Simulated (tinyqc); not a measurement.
Worked calculation: plane-wave Kohn-Sham cycle with exchange-only LDA in a layered model solid. One step of it, computed by the program tinyqc.

Task: Iteration 1: potential. V_H(G) = 4 pi rho(G)/G^2 for G != 0 (uniform background); v_x = -(3 rho/pi)^(1/3); V = V_ext + V_H + v_x; Fourier components f(G_m) = (1/N) sum_j f(x_j) exp(-i G_m x_j).

A solid whose potential varies along x alone (atomic units):
```
parameter                      value
period a                    5.900000
cross-section of the cell  37.000000
electrons per cell                 2
grid points                       16
plane waves -n..n, n               2
k points                           1
V1 in V1 cos(2 pi x/a)     -0.150000
```

density at the start, on the grid x_j = j a/N (e/bohr^3): 0.00916170  0.00916170  0.00916170  0.00916170  0.00916170  0.00916170  0.00916170  0.00916170  0.00916170  0.00916170  0.00916170  0.00916170  0.00916170  0.00916170  0.00916170  0.00916170

Give: Potentials on the grid; V(G_m), m = 0, 1, 2, ....

Result:

Potentials on the grid (hartree):
```
x       V_ext    V_H     v_x       V
0.000  -0.150  0.000  -0.206  -0.356
0.369  -0.139  0.000  -0.206  -0.345
0.738  -0.106  0.000  -0.206  -0.312
1.106  -0.057  0.000  -0.206  -0.263
1.475       0  0.000  -0.206  -0.206
1.844   0.057  0.000  -0.206  -0.149
2.212   0.106  0.000  -0.206  -0.100
2.581   0.139  0.000  -0.206  -0.067
2.950   0.150  0.000  -0.206  -0.056
3.319   0.139  0.000  -0.206  -0.067
3.688   0.106  0.000  -0.206  -0.100
4.056   0.057  0.000  -0.206  -0.149
4.425       0  0.000  -0.206  -0.206
4.794  -0.057  0.000  -0.206  -0.263
5.162  -0.106  0.000  -0.206  -0.312
5.531  -0.139  0.000  -0.206  -0.345
```

V(G_m), m = 0, 1, 2, ... (hartree): -0.206  -0.075  0.000  0.000  0.000
